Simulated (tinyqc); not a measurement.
Quasiparticle equation with a plasmon-pole self-energy for two band edges: one step. All solutions for the valence state. Two cases, with inputs chosen for the exercise.

Problem. Multiplying out gives a cubic; give its three roots and their weights Z.

For each edge E = e + X + Sc(E), with the correlation part Sc(E) = A[0]/(E - a + w) + A[1]/(E - b - w); a and b are the valence and conduction energies that enter the Green function (a = ev, b = ec in the one-shot scheme). Z = 1/(1 - dSc/dE), dSc/dE = -A[0]/(E - a + w)^2 - A[1]/(E - b - w)^2.

Give: roots; weights.

Case 1.

Values chosen (scales of the order of those of HfO2; the results hold for these values, not for the real material): ev = 0 eV (mean-field valence top); ec = 4.05 eV (mean-field conduction edge); w = 14.8 eV (pole energy); Av = (26.7, 15.4) eV^2 (weights of the valence state on the hole and electron poles); Ac = (12.9, 27.1) eV^2 (the same for the conduction state); Xv = -2.22 eV (exchange minus the mean-field potential, valence); Xc = 2.04 eV (the same, conduction).

Solution.

roots (eV): [-16.701, -1.052, 19.582]

weights: [0.1190, 0.8474, 0.0336]

The weights add up to 1. The satellite below lies 15.65 eV from the main peak, 6 % more than w: this scheme places plasmon satellites too far out, and gives one where a cumulant form gives a series.

Case 2.

Values chosen (scales of the order of those of SiC; the results hold for these values, not for the real material): ev = 0 eV (mean-field valence top); ec = 2.13 eV (mean-field conduction edge); w = 19.6 eV (pole energy); Av = (85.8, 33.3) eV^2 (weights of the valence state on the hole and electron poles); Ac = (43.5, 93.5) eV^2 (the same for the conduction state); Xv = -3.48 eV (exchange minus the mean-field potential, valence); Xc = 3.46 eV (the same, conduction).

Solution.

roots (eV): [-23.947, -0.489, 23.086]

weights: [0.1800, 0.7678, 0.0522]

The weights add up to 1. The satellite below lies 23.46 eV from the main peak, 20 % more than w: this scheme places plasmon satellites too far out, and gives one where a cumulant form gives a series.

Computed by tinyqc, one run a case: `OMP_NUM_THREADS=1 python tinyqc.py N N+1 out.jsonl` with N = 1850521, 1850756; one thread of a shared Intel(R) Xeon(R) Processor @ 2.30GHz, about 0.02 s a run at most.
